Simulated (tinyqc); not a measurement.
Blur against noise: chemically amplified photoresist: aerial image, acid generation, bake, development and line width. Computed by tinyqc, a small Python program. Command: `OMP_NUM_THREADS=1 python tinyqc.py 3002131 3002132 out.jsonl resist walk`. One thread of a shared host (Intel(R) Xeon(R) Processor @ 2.30GHz), about 0.03 s of CPU time with the checks.

Lines and spaces of pitch p with a two-beam-like image; x = 0 is the middle of the bright space. The resist is positive and treated as uniform in depth.

Inputs (values chosen for the exercise, for a model resist at 13.5 nm): pitch p = 43 nm; image contrast c = 0.74; mean dose E = 2.96 mJ/cm^2; Dill parameter C = 0.042 cm^2/mJ; bake time t = 90 s; photon energy = 91.84 eV; absorption coefficient alpha = 6.8 1/um.

Method:
- Dose E(x) = E [1 + c cos(2 pi x/p)]; acid h = 1 - exp(-C E(x)).
- Bake: the acid image is blurred by a Gaussian of variance sigma^2 = 2 D t (each Fourier term k of h, taken on 64 points, is multiplied by exp(-4 pi^2 k^2 D t/p^2)).
- For each sigma the edge is held at x = p/4; N is taken at the mean dose; edge noise = (dh/d ln E)/(sqrt(N V) |dh/dx|), both derivatives taken of the blurred acid, V = (2 sqrt(pi) sigma)^3, N = E alpha/(photon energy), 1 mJ/cm^2 = 62.41509 eV/nm^2.

Trade-off:
```
sigma/p  sigma (nm)  blur factor  photons in V  edge noise (nm)
0.02           0.86      0.99214    3.8759e-01           14.957
0.04           1.72      0.96891    3.1007e+00            5.399
0.07           3.01      0.90781    1.6618e+01            2.472
0.10           4.30      0.82087    4.8448e+01            1.589
0.14           6.02      0.67917    1.3294e+02            1.150
0.18           7.74      0.52753    2.8255e+02            1.011
0.22           9.46      0.38467    5.1588e+02            1.024
0.27          11.61      0.23717    9.5361e+02            1.221
0.33          14.19      0.11653    1.7411e+03            1.839
```

What does the comparison show, and why?

The noise is least near sigma/p = 0.18 among these rows. More diffusion averages over more photons (noise falls as sigma^(-3/2)) until it erases the image slope (factor exp(-2 pi^2 sigma^2/p^2)); for a pure cosine the two balance at sigma/p = sqrt(3/8)/pi = 0.195. Caution: for a film thinner than the blur the noise falls as 1/sigma only, and the optimum moves to sigma/p = 1/(2 pi) = 0.159. Caution: rows with under about ten photons in V are beyond a Gaussian noise estimate.

Extremes, crossings and ranges named in words are read from the listed rows.
